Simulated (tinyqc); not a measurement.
# AlGaN/GaN HEMT with access regions, lumped model: effect of the barrier thickness

A polarisation-induced electron sheet under a Schottky gate, in series with two ungated access regions and contacts. Drift law v = mu E/(1 + mu E/vs) under the gate. Currents in mA/mm, resistances in ohm mm. No self-heating, no channel-length modulation; fits for polarisation, barrier and offset are chosen for the exercise.

sigma = (5e13 x + 1.6e13 x^2) cm^-2, phiB = 0.84 + 1.3 x, dEc = 0.7 (1.71 x + x^2) in volts, Cb = eps0 eps_r/d, VT = phiB - dEc - q sigma/Cb, access density n0 = -Cb VT/q. Access resistance R(L, n) = L/(q mu n sqrt(1 - (I/(q n vs))^2)); Rs = Rc + R(Ls, n0), Rd = Rc + R(Ld, (1 - ft) n0). Vg' = Vg - I Rs, Vd' = Vd - I (Rs + Rd); with u = Vg' - VT, Vc = vs Lg/mu and w the smaller of Vd' and Vc [sqrt(1 + 2 u/Vc) - 1] (0 if negative), the channel gives (mu Cb/Lg)(u w - w^2/2)/(1 + w/Vc). I equals that channel current. Isat is I at Vd = 10 V, gm = dIsat/dVg, Ron the limit of Vd/I at small Vd.

Values chosen for this exercise; values close to those of AlGaN/GaN structures: aluminium share of the barrier x = 0.19; relative permittivity of barrier and channel eps_r = 9.3; channel mobility mu = 1900 cm^2/(V s); saturation velocity vs = 1.4e7 cm/s; gate length Lg = 1 um; source access length Ls = 0.5 um; drain access length Ld = 4 um; resistance of each contact Rc = 0.59 ohm mm; share of the drain-access electrons removed by traps ft = 0; gate voltage Vg = 0 V.

Constants: q = 1.602176634e-19 C, eps0 = 8.8541878128e-14 F/cm where lengths are in cm. Results are converted to the units shown.

Effect of the barrier thickness:
```
d (nm),VT (V),n0 (cm^-2),Ron (ohm mm),Isat (mA/mm),gm (mS/mm)
8,-0.7343,4.718e12,5.010,183.7,353.6
11,-1.323,6.180e12,4.104,344.5,351.3
14,-1.911,7.015e12,3.756,480.0,328.8
18,-2.695,7.695e12,3.528,627.4,296.5
22,-3.479,8.129e12,3.403,746.5,267.7
27,-4.460,8.489e12,3.308,866.9,237.9
33,-5.636,8.778e12,3.238,981.7,209.4
```

Read the table: what changes, and by how much?

As d goes from 8 to 33 nm, Ron falls from 5.01 to 3.24 ohm mm, Isat rises from 184 to 982 mA/mm and gm falls from 354 to 209 mS/mm. VT falls from -0.734 to -5.64 V. For d = 18 to 33 nm the power passes 5 W/mm, where self-heating, left out here, lowers the current.

Program tinyqc, `OMP_NUM_THREADS=1 python tinyqc.py 2570016 2570017 out.jsonl`; Intel Xeon 2.30GHz, shared host, one thread, about 0.02 s.
